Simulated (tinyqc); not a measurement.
Worked calculation: CIS on RHF in the sto-3g basis, for H2, spin multiplicity 1. Computed by tinyqc, a small Python program that keeps every step (integrals from PySCF). Settings: charge = 0, multiplicity = 1, basis = sto-3g, method = RHF, energy threshold = 1e-10, iteration cap = 85, orthogonalisation = symmetric, start = Wolfsberg-Helmholz matrix, DIIS depth = 6. Command: `OMP_NUM_THREADS=1 python tinyqc.py 22896 22897 out.jsonl` (the two numbers bound the seeds that draw the settings). One thread of a shared host (Intel(R) Xeon(R) Processor @ 2.60GHz), about 0.04 s of CPU time with the checks. The early iterations of the SCF are left out here.

## One-electron integrals

Geometry (angstrom):
```
atom,x,y,z
H,0.00000,0.00000,0.00000
H,0.00000,0.00000,0.89100
```

Basis sto-3g: exponents (1/bohr^2) and contraction coefficients of normalised primitives:
```
element,l (shell),exponent,coefficient
H,s (1),3.42525,0.15433
H,s (1),0.62391,0.53533
H,s (1),0.16886,0.44463
```

Overlap, kinetic and nuclear-attraction integrals over the contracted functions; the nuclear repulsion is the sum of Za Zb / Rab.

nuclear repulsion = 0.5939138 hartree

overlap S:
```
,1H 1s,2H 1s
1H 1s,1.00000,0.56281
2H 1s,0.56281,1.00000
```

kinetic energy T (hartree):
```
,1H 1s,2H 1s
1H 1s,0.76003,0.15683
2H 1s,0.15683,0.76003
```

nuclear attraction V (hartree):
```
,1H 1s,2H 1s
1H 1s,-1.79253,-0.94820
2H 1s,-0.94820,-1.79253
```

core Hamiltonian H = T + V (hartree):
```
,1H 1s,2H 1s
1H 1s,-1.03250,-0.79137
2H 1s,-0.79137,-1.03250
```

## Two-electron integrals

Functions are numbered as in S; the eight-fold symmetry (ij|kl) = (ji|kl) = (kl|ij) leaves the list below.

Two-electron integrals (ij|kl) in chemists' order, unique and non-zero (hartree):
```
i,j,k,l,(ij|kl)
1,1,1,1,0.77461
2,1,1,1,0.36252
2,1,2,1,0.20851
2,2,1,1,0.51494
2,2,2,1,0.36252
2,2,2,2,0.77461
```

## Orthogonalisation

S = U s U^T; symmetric (Loewdin) form X = U s^(-1/2) U^T, so that X^T S X = 1.

eigenvalues of S: 0.43719  1.56281

X:
```
,1H 1s,2H 1s
1H 1s,1.15616,-0.35624
2H 1s,-0.35624,1.15616
```

## Iteration 2 (converged): orbitals

converged F (hartree):
```
,1H 1s,2H 1s
1H 1s,-0.28993,-0.52402
2H 1s,-0.52402,-0.28993
```

Diagonalise F' = X^T F X, C = X C', fill 1 alpha and 1 beta electrons from the bottom; D = 2 C_occ C_occ^T. Each column has its largest component positive (the first on a tie).

F' = X^T F X (hartree):
```
,1,2
1,0.00732,-0.52814
2,-0.52814,0.00732
```

orbital energies (hartree): MO1 -0.52083, MO2 0.53546

coefficients C:
```
,MO1,MO2
1H 1s,0.56563,1.06942
2H 1s,0.56563,-1.06942
```

D after iteration 2:
```
,1H 1s,2H 1s
1H 1s,0.63987,0.63987
2H 1s,0.63987,0.63987
```

## Convergence

Stop when the energy changes by less than 1e-10 hartree and every element of the error matrix X^T (F D S - S D F) X is below 3e-06.

Course of the cycle:
```
iteration,E (hartree),change,largest element of the error matrix
1,-1.0939599,-,1.34e-16
2,-1.0939599,0.00000,3.71e-16
```

PySCF RHF in the same basis = -1.0939599 hartree

Converged in 2 iterations.

## Integrals over molecular orbitals

(pq|rs) = sum C_ip C_jq C_kr C_ls (ij|kl), one index at a time.

one-electron integrals over orbitals h = C^T H C (hartree):
```
,1,2
1,-1.16705,0.00000
2,0.00000,-0.55155
```

Two-electron integrals over orbitals (pq|rs), unique and non-zero (hartree):
```
p,q,r,s,(pq|rs)
1,1,1,1,0.64622
2,1,2,1,0.19002
2,2,1,1,0.63851
2,2,2,2,0.67100
```

## CIS matrix, singlets

A(ia,jb) = (e_a - e_i) d_ij d_ab + 2 (ia|jb) - (ij|ab).

CIS matrix A, singlet (hartree):
```
,1>2
1>2,0.79782
```

## CIS singlet states

dipole integrals <i|r|a> (bohr):
```
,x,y,z
1>2,0.00000,0.00000,-1.01849
```

Diagonalise A (1 hartree = 27.211386 eV); each vector has its largest component positive (the first on a tie). The transition dipole is mu = sqrt2 sum c_ia <i|r|a>.

singlet excitation energies (eV): 21.70975

lowest vectors:
```
,state 1
1>2,1.00000
```

oscillator strengths 2/3 w |mu|^2: 1.10347

## CIS matrix, triplets

A(ia,jb) = (e_a - e_i) d_ij d_ab - (ij|ab).

CIS matrix A, triplet (hartree):
```
,1>2
1>2,0.41777
```

## CIS triplet states

Diagonalise A (1 hartree = 27.211386 eV); each vector has its largest component positive (the first on a tie).

triplet excitation energies (eV): 11.36808

lowest vectors:
```
,state 1
1>2,1.00000
```
